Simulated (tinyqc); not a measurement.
# Keating valence-force model of a tetrahedral crystal, step by step

A worked calculation. Computed by tinyqc, a small Python program that keeps every step. Command: `OMP_NUM_THREADS=1 python tinyqc.py 3017125 3017126 out.jsonl keating walk`. One thread of a shared host (Intel(R) Xeon(R) Processor @ 2.30GHz), about 0.03 s of CPU time with the checks. Intermediate numbers are printed to about 7 digits and carried at full precision; extremes and crossings named in words are read from the listed rows.

Atom A sits at 0 and atom B at a/4 (1,1,1) of an fcc lattice; the four bonds from A are t = a/4 (1,1,1), a/4 (1,-1,-1), a/4 (-1,1,-1), a/4 (-1,-1,1), of length d = sqrt(3) a/4. Energy: E = (3 alpha/(8 d^2)) sum over bonds (r.r - d^2)^2 + (3 beta/(8 d^2)) sum over pairs of bonds at one atom (r_i.r_j + d^2/3)^2, with beta_A for the six pairs at A and beta_B for the six at B. The cell holds two atoms, Omega = a^3/4. 1 N/m = 1 J/m^2.

Inputs (values chosen for the exercise, for a model crystal): lattice constant a = 5.168 angstrom; mass M_A = 69 u; mass M_B = 53.4 u; bond stretching alpha = 54.3 N/m; bond bending beta_A = 15 N/m; bond bending beta_B = 16.6 N/m; Born charge Z* = 2.77 e; eps_inf = 9.62; mesh divisions n = 6; temperature T = 150 K.

Structure: zinc blende.

wave vector q (2 pi/a): [0.69, 0.053, 0.03]

Constants: 1 eV/angstrom^2 = 16.02176634 J/m^2; nu for 1 eV/(angstrom^2 u) = 15.6333042 THz; 1 THz = 33.35640952 1/cm; e^2/(4 pi eps_0) = 14.39964548 eV angstrom; u = 1.6605390666e-27 kg; h x 1 THz = 4.135667696 meV; k_B = 8.617333262e-05 eV/K.

## Dynamical matrix at q

With displacements u exp(i q.r), each bracket changes by g.u, where g = (g_A, g_B): bond t, g = (-2 t, 2 t exp(i q.t)); pair (i, j) at A, g = (-(t_i + t_j), t_i exp(i q.t_j) + t_j exp(i q.t_i)); pair at B, g = (-t_i exp(-i q.t_j) - t_j exp(-i q.t_i), t_i + t_j). Then D_mn = sum over the 4 bonds and 12 pairs of (4 k/a^2) conj(g_m) g_n / sqrt(M_m M_n), with k = alpha or beta converted to eV/angstrom^2. Only the short-range forces enter; the Coulomb field of the charges is left out.

D(q) (eV/(angstrom^2 u)), rows A x, A y, A z, B x, B y, B z:
$$\begin{pmatrix}
0.3001248 & 0.0020583+0.0021879i & 0.0011688+0.0038765i & -0.1342963+0.0009981i & 0.0116242-0.0034783i & 0.0065694-0.0061547i \\
0.0020583-0.0021879i & 0.2538346 & 0.0002342+0.0001166i & 0.0116242-0.0034783i & -0.1342963+0.0009981i & 0.0002902-0.1393038i \\
0.0011688-0.0038765i & 0.0002342-0.0001166i & 0.2539931 & 0.0065694-0.0061547i & 0.0002902-0.1393038i & -0.1342963+0.0009981i \\
-0.1342963-0.0009981i & 0.0116242+0.0034783i & 0.0065694+0.0061547i & 0.3820124 & 0.0024033-0.0025545i & 0.0013646-0.0045261i \\
0.0116242+0.0034783i & -0.1342963-0.0009981i & 0.0002902+0.1393038i & 0.0024033+0.0025545i & 0.3279643 & 0.0002735-0.0001362i \\
0.0065694+0.0061547i & 0.0002902+0.1393038i & -0.1342963-0.0009981i & 0.0013646+0.0045261i & 0.0002735+0.0001362i & 0.3281494
\end{pmatrix}$$

## Frequencies at q

Diagonalise the Hermitian matrix D. An eigenvalue lambda of D in eV/(angstrom^2 u) gives nu = 15.6333042 THz x sqrt(lambda). The weight on A is the sum of |e|^2 over the three components of atom A.

frequencies (THz): [4.75886, 4.79970, 7.00093, 10.77656, 10.93085, 10.99396]

weights on atom A: [0.5935526, 0.5942087, 0.6456660, 0.3699269, 0.4067229, 0.3899229]

The top mode has 39 % of its weight on A, the heavier atom.

## Elastic constants and internal strain

beta = (beta_A + beta_B)/2; C11 = (alpha + 3 beta)/a, C12 = (alpha - beta)/a, C44 = 4 alpha beta/(a (alpha + beta)); with the two sublattices clamped C44(0) = (alpha + beta)/a; internal-strain parameter zeta = (alpha - beta)/(alpha + beta); B = (C11 + 2 C12)/3.

C11 = 196.7879 GPa

C12 = 74.49690 GPa

C44 = 94.72757 GPa

clamped C44(0) = 135.6424 GPa

internal-strain parameter zeta = 0.5492154

bulk modulus B = 115.2606 GPa

Letting the sublattices shift lowers C44 by 30 %, which is zeta^2. A shear is shared between bond lengths and angles. The model fixes 2 C44 (C11 + C12)/((C11 - C12)(C11 + 3 C12)) = 1.000 whatever alpha and beta are.

## Optical mode at the zone centre

beta = (beta_A + beta_B)/2; mu = M_A M_B/(M_A + M_B); lambda = 4 (alpha + beta)/mu with the springs in eV/angstrom^2; nu = 15.6333042 THz x sqrt(lambda).

reduced mass mu = 30.10294 u

nu_TO at G = 11.92011 THz

the same as a wavenumber = 397.6119 1/cm

## LO-TO splitting

The long-range field adds 4 pi Z*^2 (e^2/(4 pi eps_0))/(eps_inf Omega mu) to lambda for the longitudinal mode at q -> 0; lambda = (nu/15.6333042 THz)^2; eps_0 = eps_inf (nu_LO/nu_TO)^2 (Lyddane-Sachs-Teller; here eps_0 is the static dielectric constant).

nu_LO at G = 13.26824 THz

static dielectric constant = 11.91904

The splitting is 11.3 % of nu_TO, and the lattice adds 2.30 to the dielectric constant.

## Frequencies at the zone boundary

The formulas are those given above.

Frequencies (THz) at points given in 2 pi/a:
```
point                  nu 1      nu 2      nu 3      nu 4      nu 5      nu 6
X (1, 0, 0)        5.594534  5.594534  8.756097  9.860972  10.52569  10.52569
L (0.5, 0.5, 0.5)  3.964306  3.964306  8.509632  9.671577  11.24158  11.24158
W (1, 0.5, 0)      6.090119  6.296484  7.873359  8.949813  10.82232  11.05165
K (0.75, 0.75, 0)  5.172682  6.694999  7.988598  9.145228  10.73929  11.09228
```

At X the two longitudinal modes are split (8.76 and 9.86 THz) because each moves one sublattice alone.

## Lowest frequency at X

Take the lowest frequency at X = (1, 0, 0) 2 pi/a, the transverse acoustic (TA) mode.

TA frequency at X = 5.594534 THz

## Transverse acoustic branch against its sound line

The sound line is nu = v q/(2 pi) with v = sqrt(C44/rho), rho = (M_A + M_B)/Omega; the clamped line uses C44(0).

Frequencies (THz) along G-X; columns: (1) q (2 pi/a); (2) lowest branch; (3) sound line, relaxed C44; (4) sound line, clamped C44(0); (5) third-lowest frequency; (6) highest frequency:
```
(1)        (2)       (3)       (4)       (5)       (6)
0.05  0.387800  0.387993  0.464284  0.558938  11.91522
0.15  1.158727  1.163980  1.392852  1.669981  11.87578
0.30  2.285134  2.327960  2.785704  3.294304  11.73860
0.45  3.342416  3.491939  4.178556  4.829517  11.49719
0.60  4.282542  4.655919  5.571409  6.235515  11.13702
0.75  5.035366  5.819899  6.964261  7.471764  10.80435
0.90  5.499569  6.983879  8.357113  8.456309  10.57562
1.00  5.594534  7.759865  9.285681  8.756097  10.52569
```

At small q the branch follows the relaxed line (1.000 of it, against 0.835 of the clamped one): in a long shear wave the sublattices shift against each other. At X it reaches 72 % of the relaxed line. Real tetrahedral semiconductors have flatter TA branches than a Keating model fitted to their elastic constants, which needs longer-ranged terms to mend.

## Thermal sums on a mesh

Mesh: q = sum_i (m_i + 1/2)/n b_i, m_i = 0..n-1, with b = [[-1, 1, 1], [1, -1, 1], [1, 1, -1]] in 2 pi/a; sums over the six modes are averaged over the n^3 points and halved, per atom. With x = h nu/(k_B T) and n = 1/(exp(x) - 1) for each mode: F = k_B T [x/2 + ln(1 - exp(-x))], U = k_B T x (n + 1/2), S/k_B = x n - ln(1 - exp(-x)), C/k_B = x^2 n (n + 1). The acoustic share counts the three lowest modes at each q; zero-point energy = sum h nu/2.

free energy F = 45.17978 meV/atom

entropy S = 1.159323 k_B/atom

heat capacity C = 1.764511 k_B/atom

acoustic share of C = 0.6592243

zero-point energy = 50.43200 meV/atom

C is 59 % of the classical value; the optical modes are partly excited.

Checks made by the program: slopes of the acoustic branches along [110] against C11, C12 and the relaxed C44 (relative difference 1e-06); zone-centre optical mode against D(q = 0) (relative difference below 1e-10); longitudinal modes at X against the diagonal of D (relative difference below 1e-10).
